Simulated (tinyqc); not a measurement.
Chemical vapour deposition: Grove model, boundary layer, depletion and step coverage: one step, computed by the program tinyqc.

A precursor diffuses to the surface and reacts there at first order; each molecule that reacts adds one formula unit of film.

Task: Boundary layer. nu = nu0 (T/273.15)^1.75 (760/p); Re = U L/nu; mean boundary layer delta = (2/3) L/sqrt(Re), at most b/2; h_g = D/delta. Temperatures in kelvin are T(C) + 273.15.

Inputs (values chosen for the exercise, close to those used for tungsten from its fluoride):
```
quantity,value,unit
temperature T,490,C
total pressure p,48,torr
gas diffusivity D0 at 273.15 K and 760 torr,0.47,cm^2/s
gas velocity U,13,cm/s
kinematic viscosity nu0 at 273.15 K and 760 torr,0.89,cm^2/s
susceptor length L,54,cm
channel height b,7.2,cm
```

Reactor: horizontal, reduced pressure.

Give: Reynolds number Re; boundary layer delta; mass-transfer coefficient h_g.

Result:

Reynolds number Re = 8.2511

boundary layer delta = 3.6 cm

mass-transfer coefficient h_g = 12.481 cm/s

Caution: the boundary layer is capped at b/2, so U, L and nu no longer affect h_g.
